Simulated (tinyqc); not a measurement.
Worked calculation: two-mode optical phonons of a ternary alloy from two coupled oscillators. Computed by tinyqc, a small Python program that keeps every step. Command: `OMP_NUM_THREADS=1 python tinyqc.py 3024705 3024706 out.jsonl twomode walk`. One thread of a shared host (Intel(R) Xeon(R) Processor @ 2.30GHz), about 0.01 s of CPU time with the checks. Intermediate numbers are printed to about 7 digits and carried at full precision; extremes and crossings named in words are read from the listed rows.

An alloy A(x)B(1-x)C has an A-C and a B-C bond oscillator. Each TO frequency moves linearly from the impurity mode (dilute end) to the TO of the pure crystal; each strength is proportional to the number of bonds.

Inputs (values chosen for the exercise, modelled on In(x)Ga(1-x)As, with A-C the InAs-like and B-C the GaAs-like bond): omega_TO of pure AC = 218.8 1/cm; omega_LO of pure AC = 240.5 1/cm; omega_TO of pure BC = 267.3 1/cm; omega_LO of pure BC = 291.3 1/cm; eps_inf of AC = 12.6; eps_inf of BC = 11.2; impurity mode of A in BC = 230.8 1/cm; impurity mode of B in AC = 243.9 1/cm; fraction x of A = 0.63; damping gamma = 6.8 1/cm; electron mass m* = 0.076 m_0.

Constants: e^2/(4 pi eps_0) = 14.39964548 eV angstrom; hbar^2/(2 m_0) = 3.80998212 eV angstrom^2; 1 THz = 33.35640952 1/cm; h x 1 THz = 4.135667696 meV.

## The two oscillators

omega_1 = (impurity mode of A) + x (omega_TO,AC - impurity mode of A); omega_2 = (impurity mode of B) + (1 - x)(omega_TO,BC - impurity mode of B); eps_inf = x eps_AC + (1 - x) eps_BC; strengths W_1 = x eps_AC (omega_LO,AC^2 - omega_TO,AC^2), W_2 = (1 - x) eps_BC (omega_LO,BC^2 - omega_TO,BC^2).

omega_1 (A-C, TO) = 223.24 1/cm

omega_2 (B-C, TO) = 252.558 1/cm

eps_inf = 12.082

W_1 = 79116.54 1/cm^2

W_2 = 55556.12 1/cm^2

## LO modes, coupled by the field

eps(omega) = eps_inf + W_1/(omega_1^2 - omega^2) + W_2/(omega_2^2 - omega^2) = 0 is the eigenproblem of the matrix [[omega_1^2 + W_1/eps_inf, sqrt(W_1 W_2)/eps_inf], [sqrt(W_1 W_2)/eps_inf, omega_2^2 + W_2/eps_inf]] for omega_LO^2. Uncoupled values keep the diagonal alone. eps_s = eps_inf + W_1/omega_1^2 + W_2/omega_2^2.

matrix (1/cm^2):
$$\begin{pmatrix}
56384.40 & 5487.33 \\
5487.33 & 68383.80
\end{pmatrix}$$

lower LO mode = 232.9237 1/cm

upper LO mode = 265.5461 1/cm

uncoupled values (1/cm): [237.4540, 261.5030]

eps_s = 14.54052

The field pushes the upper mode up by 4.04 and the lower one down by 4.53 per cm; the lower LO stays between the two TO modes.

## Share of the polar coupling

The polar coupling of mode j is c_j = (u_j . sqrt(W))^2/(eps_inf^2 omega_j^2), u_j its eigenvector and omega_j here its LO frequency; the c_j add up to 1/eps_inf - 1/eps_s. Froehlich constant alpha_j = (e^2/(4 pi eps_0)) c_j k_j/(2 E_j), E_j = h c omega_j, k_j = sqrt(m* E_j/(hbar^2/(2 m_0))).

c_j, lower and upper mode: [0.003950305, 0.01004411]

share of the upper mode = 0.7177227

alpha_j, lower and upper mode: [0.02363783, 0.05628923]

The upper mode holds 72 % of the coupling, against 35 % of the ionic part of eps_s for the upper oscillator: the field moves strength to the higher mode.

## Reflectivity

With damping, each denominator is omega_j^2 - omega^2 - i gamma omega; R = |(sqrt(eps) - 1)/(sqrt(eps) + 1)|^2.

Spectrum:
```
omega (1/cm)     Re eps     Im eps           R
210            27.87722   3.436964   0.4665859
223            19.65542   52.33644   0.6446998
228           -7.507119   18.08812   0.6145172
233            2.002926   6.561051   0.3023790
237            7.330469   4.463088   0.2588632
238            8.481632   4.291691   0.2731386
253            2.456040   32.42458   0.6006087
259           -5.571529   7.471764   0.5806292
266           0.8607944   2.262318   0.1435520
271            3.198970   1.319639  0.09999616
292            7.291144  0.3618635   0.2115012
```

## Modes across the composition range

The formulas are those given above.

Frequencies (1/cm):
```
x     TO, A-C  TO, B-C  lower LO  upper LO  coupling share of the upper LO     eps_s
0.02   230.56  266.832  230.8400  290.5156                       0.9911913  13.34196
0.10   229.60  264.960  231.0079  287.3665                       0.9562761  13.50314
0.20   228.40  262.620  231.2414  283.3984                       0.9130854  13.70313
0.35   226.60  259.110  231.6651  277.3547                       0.8481765  13.99970
0.50   224.80  255.600  232.2321  271.1459                       0.7809786  14.29168
0.65   223.00  252.090  233.0550  264.6581                       0.7072553  14.57842
0.80   221.20  248.580  234.4004  257.6240                       0.6160963  14.85926
0.90   220.00  246.240  235.9927  252.2253                       0.5244670  15.04283
0.98   219.04  244.368  238.7076  246.4570                       0.3327354  15.18740
```

The upper LO moves from 290.5 to 246.5 and the lower from 230.8 to 238.7 per cm. At each dilute end one LO-TO pair closes onto an impurity mode. The upper LO shifts by -0.42 per cm for each per cent of x near the middle, which is how Raman spectra measure composition. Its share of the polar coupling passes one half between x = 0.9 and 0.98.

Checks made by the program: generalised Lyddane-Sachs-Teller relation (relative difference below 1e-10); sum of the couplings (relative difference 1e-10).
